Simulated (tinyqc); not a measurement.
Moment against the Stoner parameter: Stoner model of a band ferromagnet.

Density of states per atom and spin: flat with a rise to the top, D(e) = (M/W) [1 - sp + 4 sp (e/W + 1/2)^3]. Levels e -/+ I m/2 for up and down spin, m = n_up - n_down, n_up + n_down = nd. At zero temperature e(N) is the energy below which N states lie, and E(m) = sum over spins of integral e D de - I m^2/4.

Values chosen for the exercise:
```
symbol  value  unit  meaning
W       6.3    eV    band width, e from -W/2 to W/2
M       5            states per atom and spin
nd      6.91         electrons per atom
sp      0.52         shape parameter
```

Lowest state for each I.

Results:
```
I (eV)  I D(EF)  m (muB)  E - E(0) (meV)
0.43      0.610    0.000             0.0
0.57      0.808    0.000             0.0
0.64      0.908    0.000             0.0
0.71      1.007    0.981            -0.6
0.78      1.106    3.090          -116.8
0.89      1.262    3.090          -379.3
1.06      1.503    3.090          -785.1
1.27      1.801    3.090         -1286.4
```

A moment first appears at I = 0.71 eV of those listed, where I D(EF) = 1.007. It is saturated at 3.090 from I = 0.78 eV on.

(tinyqc, `OMP_NUM_THREADS=1 python tinyqc.py 1682466 1682467 out.jsonl`, Intel(R) Xeon(R) Processor @ 2.30GHz, 1 thread, shared host, about 0.3 s.)
